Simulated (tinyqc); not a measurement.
## Bandgap voltage reference from two bipolar transistors: effect of the area ratio of the second transistor

Two transistors of area 1 and N carry the same current I. Is(T) = Is (T/T0)^eta exp[(Vg0 q/kB)(1/T0 - 1/T)], VBE1 = Vt ln(I/Is(T)) + I rb, VBE2 = Vt ln(I/(N Is(T))) + I rb/N. The amplifier forces I R1(T) = VBE1 - VBE2 + Vos, with R(T) = R (1 + tc (T - T0)) for both resistors, and the output is Vref = VBE1 + I R2(T). Base currents and the Early effect are neglected.

Vt = kB T/q; I = (Vt ln N + Vos)/(R1(T) - rb (1 - 1/N)). Box coefficient: span of Vref between 233 and 398 K over its average over T and over 165 K. The last column is the R2 that gives zero slope at T0.

Parameters, values chosen for the exercise; values of the order met in silicon bipolar transistors: reference temperature T0 = 300 K; band-gap voltage extrapolated to 0 K Vg0 = 1.176 V; temperature exponent of the saturation current eta = 3.1; saturation current of the unit transistor at T0 Is = 1.7e-18 A; resistor across which the difference of VBE falls, at T0 R1 = 4 kohm; temperature coefficient of both resistors tc = 0 ppm/K; offset of the amplifier Vos = 0 mV; series resistance of the unit transistor rb = 110 ohm; output resistor at T0 R2 = 34.1 kohm.

Constants: q = 1.602176634e-19 C, kB = 1.380649e-23 J/K. Results are converted to the units shown.

Result of one run:
```
N  I at T0 (uA)  Vref at T0 (V)  slope at T0 (uV/K)  box coefficient (ppm/K)  R2 for zero slope (kohm)
2         4.542          0.8951               -1117                     1282                     107.9
```

What becomes of these results when the area ratio of the second transistor N is changed from 2 to 4, all else the same?

Result of the changed run:
```
N  I at T0 (uA)  Vref at T0 (V)  slope at T0 (uV/K)  box coefficient (ppm/K)  R2 for zero slope (kohm)
4         9.148           1.071              -531.7                    507.3                     51.54
```

The whole series:
```
N    I at T0 (uA)  Vref at T0 (V)  slope at T0 (uV/K)  box coefficient (ppm/K)  R2 for zero slope (kohm)
2           4.542          0.8951               -1117                     1282                     107.9
4           9.148           1.071              -531.7                    507.3                     51.54
8           13.77           1.239               30.69                    21.28                     33.43
15          17.96           1.390               531.7                    375.5                     25.22
24          21.10           1.501               902.7                    591.5                     21.26
48          25.71           1.664                1446                    853.7                     17.23
100         30.60           1.836                2018                     1078                     14.31
```

As N goes from 2 to 100, Vref rises from 0.8951 to 1.836 V and the box coefficient goes from 1280 through a minimum of 21.3 (at N = 8 among the rows listed) to 1080 ppm/K. A larger N needs a smaller R2/R1, which lowers the gain seen by offset and noise.

Computed by the program tinyqc: `OMP_NUM_THREADS=1 python tinyqc.py 2062034 2062035 out.jsonl`, one thread of a shared Intel Xeon 2.30GHz, about 0.02 s for the whole run.
